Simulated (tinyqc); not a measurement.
Coherent transport through a tight-binding region between two chains, step by step. One step of it, computed by the program tinyqc.

Task: Transmission at E = 0.55 eV. Surface Green function g = (E - i sqrt(4 t^2 - E^2)) / (2 t^2); self-energy tc^2 g on each contact site; G = (E - H - Sigma)^(-1); Gamma = -2 Im Sigma; T = Gamma_L Gamma_R |G_LR|^2; local density of states -Im G_ii / pi.

H of the central region (eV), lower triangle:
```
,1,2,3
1,0.000000
2,-0.930000,0.000000
3,0.000000,-1.640000,0.000000
```

Leads: semi-infinite chains with site energy 0:
```
parameter,value
lead hopping t (eV),1.340000
coupling to the left lead (eV),0.400000
coupling to the right lead (eV),0.340000
left contact site,1
right contact site,3
```

E = 0.550000 eV

Give: g; G; local density of states; transmission.

Result:

g = 0.153-0.730i 1/eV

G (1/eV), lower triangle:
```
,1,2,3
1,1.336-0.281i
2,0.285-0.009i,-0.162-0.031i
3,-0.853+0.163i,0.502+0.015i,0.315-0.097i
```

local density of states (1/eV): 0.090  0.010  0.031

transmission = 0.030
